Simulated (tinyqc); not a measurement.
# Changing the share f_2 of kappa

Model: heat flow across a film from the phonon Boltzmann equation in the relaxation-time approximation. Computed by tinyqc, a small Python program. Command: `OMP_NUM_THREADS=1 python tinyqc.py 3016224 3016225 out.jsonl slabbte sweep`. One thread of a shared host (Intel(R) Xeon(R) Processor @ 2.30GHz), about 0.03 s of CPU time with the checks.

Two black walls, hot at x = 0 and cold at x = L, emit phonons isotropically. For one free path Lambda, with tau = x/Lambda, tau_L = L/Lambda and phi = (T - T_cold)/Delta T, energy balance gives phi(tau) = (1/2) [E2(tau) + int_0^tau_L phi(s) E1(|tau - s|) ds]; E_n are the exponential integrals. The flux over the ballistic flux C v Delta T/4 is psi = 1 - 2 int_0^tau_L phi(s) E2(s) ds, and kappa_eff/kappa = (3/4) tau_L psi. kappa = C v Lambda/3 is an input, so at fixed kappa a longer free path means a smaller C v.

Inputs (values chosen for the exercise, modelled on indium phosphide):
```
quantity                             value     unit
bulk conductivity kappa               71.6  W/(m K)
film thickness L                        12       nm
wall temperature difference Delta T     17        K
free path Lambda_1                      76       nm
free path Lambda_2                     800       nm
```

Free-path groups: two.

Method:
- Cut the film into n equal cells with constant phi, collocated at the centres c_i: the kernel integrates to A_ij = |E2(|c_i - e_j|) - E2(|c_i - e_(j+1)|)|/2 for cell edges e_j, and A_ii = 1 - E2(half a cell); solve (1 - A) phi = E2(c)/2; psi = 1 - 2 sum_j phi_j [E3(e_j) - E3(e_(j+1))].
- Each group is solved on its own with 150 and 300 cells, psi = (4 psi(300) - psi(150))/3, and weighted by its share of kappa (f_1 is what the others leave); exchange of energy between groups inside the film is left out.
- Flux J = kappa_eff Delta T/L; apparent boundary resistance per wall (L/kappa_eff - L/kappa)/2.

One run for each value:
```
share f_2 of kappa  kappa_eff/kappa  apparent resistance per wall (m^2 K/GW)  flux J (GW/m^2)
0.02                        0.10184                                   0.7391           10.330
0.12                        0.09258                                   0.8214            9.391
0.22                        0.08332                                   0.9220            8.451
0.32                        0.07406                                   1.0477            7.512
0.42                        0.06480                                   1.2094            6.573
0.52                        0.05554                                   1.4251            5.633
0.62                        0.04628                                   1.7270            4.694
```

What does the table show, and why?

Over the rows, kappa_eff/kappa falls from 0.102 to 0.0463 (exponent d ln y / d ln x -0.053 between the first rows and -1.0 between the last); apparent resistance per wall (m^2 K/GW) rises from 0.739 to 1.73 (exponent d ln y / d ln x 0.059 between the first rows and 1.1 between the last); flux J (GW/m^2) falls from 10.3 to 4.69 (exponent d ln y / d ln x -0.053 between the first rows and -1.0 between the last). Moving conductivity from short to long free paths at fixed kappa makes more of it vulnerable to the walls.
